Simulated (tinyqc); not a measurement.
Empirical pseudopotential in a few plane waves, step by step. One step of it, computed by the program tinyqc.

Task: Bloch Hamiltonian at k. Basis: the 15 shortest G (labels in 2 pi/a), the same at every k. H(G,G') = c |k + G|^2 delta + VS(|G-G'|^2) cos((G-G').tau) + i VA sin((G-G').tau), tau = a/8 (1,1,1); 1 Ry = 13.605693 eV.

Parameters chosen for this model: fcc lattice, atoms at +/- a/8 (1,1,1); form factors in rydberg at |G|^2 in units of (2 pi/a)^2:

| parameter | value | unit |
|---|---|---|
| a | 6.240000 | angstrom |
| VS(3) | -0.219000 | Ry |
| VS(8) | 0.003000 | Ry |
| VS(11) | 0.038000 | Ry |
| VA(3) | 0.121000 | Ry |
| VA(4) | 0.031000 | Ry |
| VA(11) | 0.020000 | Ry |
| hbar^2/2m (2 pi/a)^2 | 3.862900 | eV |

k point k (2 pi / a): 0.340000  0.580000  -0.170000

Give: H(k) at k.

Result:

H(k) at k (eV), lower triangle (Hermitian):
```
               +0+0+0         -1-1-1         -1-1+1         -1+1-1
+0+0+0          1.858
-1-1-1   2.107-1.164i          7.652
-1-1+1  -2.107-1.164i   0.000+0.422i          5.025
-1+1-1  -2.107-1.164i   0.000+0.422i          0.041         16.614
-1+1+1  -2.107+1.164i         -0.041   0.000+0.422i   0.000+0.422i
+1-1-1  -2.107-1.164i   0.000+0.422i          0.041          0.041
+1-1+1  -2.107+1.164i         -0.041   0.000+0.422i          0.000
+1+1-1  -2.107+1.164i         -0.041          0.000   0.000+0.422i
+1+1+1   2.107+1.164i          0.000         -0.041         -0.041
-2+0+0   0.000-0.422i  -2.107+1.164i  -2.107-1.164i  -2.107-1.164i
+0-2+0   0.000-0.422i  -2.107+1.164i  -2.107-1.164i   0.366-0.192i
+0+0-2   0.000-0.422i  -2.107+1.164i   0.366-0.192i  -2.107-1.164i
+0+0+2   0.000+0.422i  -0.366-0.192i   2.107+1.164i  -0.366+0.192i
+0+2+0   0.000+0.422i  -0.366-0.192i  -0.366+0.192i   2.107+1.164i
+2+0+0   0.000+0.422i  -0.366-0.192i  -0.366+0.192i  -0.366+0.192i

               -1+1+1         +1-1-1         +1-1+1         +1+1-1
-1+1+1         13.987
+1-1-1          0.000         12.906
+1-1+1          0.041   0.000+0.422i         10.279
+1+1-1          0.041   0.000+0.422i          0.041         21.867
+1+1+1   0.000+0.422i         -0.041   0.000+0.422i   0.000+0.422i
-2+0+0   2.107-1.164i   0.366-0.192i  -0.366-0.192i  -0.366-0.192i
+0-2+0  -0.366-0.192i  -2.107-1.164i   2.107-1.164i  -0.366-0.192i
+0+0-2  -0.366-0.192i  -2.107-1.164i  -0.366-0.192i   2.107-1.164i
+0+0+2  -2.107+1.164i  -0.366+0.192i  -2.107+1.164i   0.366+0.192i
+0+2+0  -2.107+1.164i  -0.366+0.192i   0.366+0.192i  -2.107+1.164i
+2+0+0   0.366+0.192i   2.107+1.164i  -2.107+1.164i  -2.107+1.164i

               +1+1+1  -2+0+0  +0-2+0  +0+0-2
+1+1+1         19.241
-2+0+0  -0.366+0.192i  12.056
+0-2+0  -0.366+0.192i   0.041   8.347
+0+0-2  -0.366+0.192i   0.041   0.041  19.936
+0+0+2  -2.107-1.164i  -0.041  -0.041   0.000
+0+2+0  -2.107-1.164i  -0.041   0.000  -0.041
+2+0+0  -2.107-1.164i   0.000  -0.041  -0.041

        +0+0+2  +0+2+0  +2+0+0
+0+0+2  14.682
+0+2+0   0.041  26.271
+2+0+0   0.041   0.041  22.563
```
